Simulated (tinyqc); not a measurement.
Changing the planarisation length: chemical-mechanical planarisation: Preston law, pattern density and step-height reduction. Computed by tinyqc, a small Python program. Command: `OMP_NUM_THREADS=1 python tinyqc.py 3000001 3000002 out.jsonl cmp sweep`. One thread of a shared host (Intel(R) Xeon(R) Processor @ 2.30GHz), about 0.01 s of CPU time with the checks.

A row of 8 cells, repeated periodically, holds raised features that cover a share rho of each cell.

Inputs (values chosen for the exercise, close to those used for copper polishing):

| quantity | value | unit |
|---|---|---|
| Preston coefficient K | 2e-13 | 1/Pa |
| pressure P | 12 | kPa |
| platen and carrier speed | 60 | rpm |
| distance between the centres | 18 | cm |
| initial step height h0 | 230 | nm |
| contact height h_c | 46 | nm |
| film above the raised areas z0 | 540 | nm |
| cell size | 1 | mm |
| polish time t | 85 | s |

local pattern densities, cell by cell: 0.2  0.5  0.8  0.4  0.25  0.7  0.6  0.7

Method:
- With equal rotation speeds the relative speed is uniform, v = omega r_c; Preston rate R0 = K P v.
- The stiff pad averages the density: rho_eff(i) = sum_j w_ij rho_j / sum_j w_ij, w = exp(-2 d^2/L^2), L the planarisation length and d the distance between cell centres, summed over all periodic images of cell j.
- While h > h_c only raised areas polish, at R0/rho_eff, until t_c = rho_eff (h0 - h_c)/R0. After that h = h_c exp(-(t - t_c)/tau), tau = rho_eff h_c/R0; low areas polish at R0 (1 - h/h_c) and raised areas at R0 [1 + (1 - rho_eff) h/(rho_eff h_c)]. Removed from raised areas after t_c: h0 - h_c + R0 (t - t_c) + (1 - rho_eff)(h_c - h); from low areas: R0 (t - t_c) - rho_eff (h_c - h). Film left = z0 less the removal from raised areas.

One run for each value:

| planarisation length (mm) | range of film left across the row (nm) | largest remaining step (nm) | thinnest film left (nm) |
|---|---|---|---|
| 0.30 | 139.0 | 4.755 | 125.3 |
| 0.44 | 138.9 | 4.754 | 125.3 |
| 0.63 | 136.7 | 4.590 | 126.5 |
| 0.92 | 111.4 | 2.979 | 139.9 |
| 1.30 | 71.0 | 1.291 | 161.1 |
| 2.00 | 37.0 | 0.644 | 182.1 |
| 4.10 | 4.9 | 0.197 | 196.6 |
| 6.00 | 1.1 | 0.166 | 198.1 |

Give the missing row, planarisation length (mm) = 2.80.

Computed row; columns: (1) planarisation length (mm); (2) range of film left across the row (nm); (3) largest remaining step (nm); (4) thinnest film left (nm):
```
(1)    (2)    (3)    (4)
2.80  15.1  0.325  193.2
```

Interpolating between the two neighbouring rows (the first column on a logarithmic scale, the others too where they are positive) misses most in largest remaining step (nm), by 14 %. Over the rows, range of film left across the row (nm) falls from 139 to 1.11; largest remaining step (nm) falls from 4.75 to 0.166 (exponent d ln y / d ln x -4.7e-4 between the first rows and -0.45 between the last); thinnest film left (nm) rises from 125 to 198. A long planarisation length makes every cell see the mean density.

Extremes, crossings and ranges named in words are read from the listed rows.
